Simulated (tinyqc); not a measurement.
Inside a calculation. Model: self-consistent Fermi level with native defects, at growth and after a quench. Computed by tinyqc, a small Python program that keeps every step. Command: `OMP_NUM_THREADS=1 python tinyqc.py 3021479 3021480 out.jsonl scfermi walk`. One thread of a shared host (Intel(R) Xeon(R) Processor @ 2.30GHz), about 0.07 s of CPU time with the checks. Intermediate numbers are printed to about 6 digits and carried at full precision; extremes and crossings named in words are read from the listed rows.

Energies are counted from the top of the valence band (VBM); when the gap shrinks with temperature the conduction band moves and the levels stay. D and A draw on one reservoir with opposite signs, as the two vacancies of a compound do.

Inputs (values chosen for the exercise, with bands modelled on CdS):
```
quantity                                value   unit
gap E_g at 300 K                         2.54     eV
slope -dE_g/dT above 300 K            0.00032   eV/K
electron mass m_e                       0.206    m_0
valleys M_c                                 1      -
hole mass m_h                           0.812    m_0
E_f of the neutral native donor D       2.364     eV
E_f of the neutral native acceptor A    2.568     eV
shift s of the chemical potential      -0.091     eV
site density N_s                      2.4e+22  cm^-3
dopant density N_X                          0  cm^-3
growth temperature T_g                   1300      K
temperature of use T                      400      K
```

Added shallow dopant: none.

levels of D above the VBM, most positive state first (eV): 1.62

levels of A above the VBM, (0/-1) first (eV): 0.741  1.48

Constants: m_0 = 9.1093837015e-31 kg; k_B = 1.380649e-23 J/K; h = 6.62607015e-34 J s; k_B = 8.617333262e-05 eV/K.

## Formation energies at E_F = 0

E_f(D, 0) = input + s and E_f(A, 0) = input - s; E_f(q, E_F = 0) follows from the levels, eps(q/q-1) = E_f(q - 1) - E_f(q) at E_F = 0.

E_f(q, E_F = 0) (eV): D(+1) 0.653, D(0) 2.273, A(0) 2.659, A(-1) 3.400, A(-2) 4.880

## Bands at growth

E_g(T) = E_g - slope x max(0, T - 300 K). N_c = 2 M_c (2 pi m_e k_B T/h^2)^(3/2) and N_v = 2 (2 pi m_h k_B T/h^2)^(3/2), masses in units of m_0. At growth T = T_g.

E_g(T_g) = 2.22 eV

N_c(T_g) = 2.11644e+19 cm^-3

N_v(T_g) = 1.65630e+20 cm^-3

k_B T_g = 0.112025 eV

## Charges across the gap at T_g

n = N_c F_1/2((E_F - E_g)/k_B T), p = N_v F_1/2(-E_F/k_B T). F_1/2(eta) = (2/sqrt(pi)) int_0^infinity sqrt(x)/(1 + exp(x - eta)) dx, by the trapezoid rule in t = sqrt(x) with step 0.02 up to t = 12 (for eta < -12 by exp(eta) - exp(2 eta)/2^(3/2)). In equilibrium c_q = N_s exp(-(E_f(q, 0) + q E_F)/k_B T). Net charge = p - n + sum q c_q; the log ratio is ln(positive charge/negative charge). Entries near or above N_s lie outside the dilute limit and only show that E_F cannot go there.

Densities (cm^-3):
```
E_F (eV)            n            p  charge on D  charge on A  log ratio
0.111     1.41103e+11  5.47401e+19  2.62043e+19  4.26164e+09    20.1378
0.444     2.75736e+12  3.12582e+18  1.34095e+18  8.32942e+10    14.2681
0.777     5.38830e+13  1.60973e+17  6.86207e+16  1.63351e+12     8.3274
1.110     1.05294e+15  8.24017e+15  3.51153e+15  3.41408e+13     2.3805
1.443     2.05693e+16  4.21682e+14  1.79696e+14  1.51475e+15    -3.6034
1.776     3.99421e+17  2.15788e+13  9.19559e+12  3.53269e+17   -10.1047
2.109     6.99476e+18  1.10425e+12  4.70566e+11  1.30503e+20   -18.2850
```

## Equilibrium at growth

E_F is the root of the log ratio, by 50 bisections between -0.5 eV and E_g + 0.5 eV.

E_F at growth = 1.24307 eV

n at growth = 3.45345e+15 cm^-3

p at growth = 2.51232e+15 cm^-3

Defects at growth:
```
state  E_f (eV)    c (cm^-3)
D(+1)   1.89607  1.07061e+15
D(0)    2.27300  3.70129e+13
A(0)    2.65900  1.18012e+12
A(-1)   2.15693  1.04307e+14
A(-2)   2.39387  1.25830e+13
```

total D = 1.10762e+15 cm^-3

total A = 1.18071e+14 cm^-3

The largest part of the positive charge comes from holes (70 %) and that of the negative charge from electrons (96 %).

## After the quench to T

After a quench the totals of D and A stay as grown, and each is shared among its charge states with weights exp(-(E_f(q, 0) + q E_F)/k_B T).

E_F after the quench = 1.66511 eV

n after the quench = 8.66636e+07 cm^-3

p after the quench = 0.0296380 cm^-3

Frozen defects:
```
state    c (cm^-3)  share of its total
D(+1)  2.35594e+14         2.12704e-01
D(0)   8.72024e+14         7.87296e-01
A(0)   1.24327e+00         1.05299e-14
A(-1)  5.46815e+11         4.63125e-03
A(-2)  1.17524e+14         9.95369e-01
```

The material is semi-insulating, weakly n-type with 8.67e7 carriers per cm^3. E_F lies within 1.3 k_B T of the level of D at 1.62 eV.

## Slow cooling against a quench

Each E_F by bisection; full equilibrium lets the defects form and vanish at every T.

Two histories (densities in cm^-3):
```
T (K)  E_F, equilibrium (eV)            n            p  all defects  E_F, frozen (eV)    n, frozen    p, frozen
1120                 1.24653  3.88048e+14  3.25785e+14  7.48125e+13           1.34089  1.03153e+15  1.22554e+14
940                  1.25367  2.06917e+13  1.93378e+13  1.53260e+12           1.53113  6.35893e+14  6.29233e+11
760                  1.26425  3.10562e+11  3.06100e+11  4.83018e+09           1.66500  1.41151e+14  6.73483e+08
580                  1.27664  3.98769e+08  3.98367e+08  4.19315e+05           1.68539  1.42064e+12  1.11821e+05
400                  1.28946  1.60267e+03  1.60266e+03  8.12162e-03           1.66511  8.66636e+07  2.96380e-02
```

At 400 K equilibrium would leave 0.00812 defects per cm^3 against 1.23e15 frozen in, and E_F differs by +0.376 eV. Both histories end semi-insulating. Real samples lie between, set by the temperature at which diffusion stops.

Checks made by the program: neutrality at growth (relative difference below 1e-10).
